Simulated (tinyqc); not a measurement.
Configuration-coordinate model of a defect: Huang-Rhys factor and luminescence line shape. Which input was changed? Computed by tinyqc, a small Python program. Command: `OMP_NUM_THREADS=1 python tinyqc.py 3012743 3012744 out.jsonl ccline which`. One thread of a shared host (Intel(R) Xeon(R) Processor @ 2.30GHz), about 0.2 s of CPU time with the checks.

Ground state E_g(Q) = (1/2) omega_g^2 Q^2; excited state E_e(Q) = E_0 + (1/2) omega_e^2 (Q - dQ)^2 with omega_e = omega_g and E_0 = E_ZPL. Q is mass-weighted; the dipole does not depend on Q (Condon approximation).

Inputs (values chosen for the exercise, for a model defect):
```
quantity                          value              unit
zero-phonon energy E_ZPL          0.635                eV
displacement dQ                   0.668  u^(1/2) angstrom
ground-state phonon hbar omega_g   25.1               meV
temperature T                        50                 K
refractive index n_r               3.27                 -
transition dipole mu               0.78        e angstrom
quenching prefactor nu_0          1e+11               1/s
```

Modes: equal frequencies in both states.

Constants: hbar^2/u = 4.18015928e-03 eV angstrom^2; k_B = 8.617333262e-05 eV/K; hbar = 6.582119569e-16 eV s; e = 1.602176634e-19 C; eps_0 = 8.8541878128e-12 F/m; hbar = 1.054571817e-34 J s; c = 299792458 m/s.

Method:
- S = hbar omega dQ^2/(2 hbar^2/u) for each state; relaxation energy S hbar omega; absorption at E_0 + S_e hbar omega_e, emission at E_0 - S_g hbar omega_g; the Stokes shift is their difference.
- Overlaps <m_e|n_g> of harmonic-oscillator functions (Hermite recursion, positive leading coefficients) by a sum over an even grid (700 points from x = -9 to 9 + d for the small table, 1500 points from -16 to 16 + d for the thermal sums), with x = Q sqrt(omega_g/hbar), d = sqrt(2 S_g) and frequency ratio omega_e/omega_g.
- Initial levels m = 0..24 carry Boltzmann weights exp(-m hbar omega_e/k_B T), normalised; final levels n = 0..79; a line lies at E_ZPL + m hbar omega_e - n hbar omega_g with weight w_m <m|n>^2. Moments are taken over these weights without the E^3 factor; FWHM = 2 sqrt(2 ln 2) x standard deviation; the zero-phonon weight is the sum of w_m <m|m>^2.
- The curves cross at the root Q_c nearest dQ; the barrier is (1/2) omega_e^2 (Q_c - dQ)^2, with (1/2) omega^2 = (hbar omega)^2/(2 hbar^2/u). k_r = n_r omega^3 mu^2/(3 pi eps_0 hbar c^3) at the vertical emission energy, without local-field correction; k_nr = nu_0 exp(-barrier/k_B T) (Mott-Seitz); yield = k_r/(k_r + k_nr); T_1/2 = barrier/(k_B ln(nu_0/k_r)).

Question. One of these inputs alone was changed, within the range given: displacement dQ (0.334 to 1.336); ground-state phonon hbar omega_g (12.55 to 50.2); transition dipole mu (0.39 to 1.56); refractive index n_r (1.635 to 6.54). Which one, and to what value?

Results:
```
run     quenching temperature T_1/2 (K)  zero-phonon weight  FWHM from the second moment (eV)
before                         2832.237           0.2612445                        0.06861438
after                          4670.535           0.3405839                        0.04913089
```

Answer.

Each candidate set to reproduce quenching temperature T_1/2, and what it then gives:
```
candidate                               range searched  value needed  zero-phonon weight  FWHM from the second moment (eV)
displacement dQ (u^(1/2) angstrom)      0.334 to 1.336        0.5323             0.42593                          0.054673
ground-state phonon hbar omega_g (meV)   12.55 to 50.2         20.00             0.34058                          0.049131
transition dipole mu (e angstrom)         0.39 to 1.56  out of reach                   -                                 -
refractive index n_r                     1.635 to 6.54  out of reach                   -                                 -
```

Only ground-state phonon hbar omega_g fits every result: it went from 25.1 to 20.0 meV. The next best candidate, displacement dQ, misses one result by 25 %.

Caution: for small S the spectrum is a set of resolved lines, and a Gaussian width has little meaning. Caution: the curves cross far outside the range of the harmonic model, so the barrier and T_1/2 have no quantitative meaning.
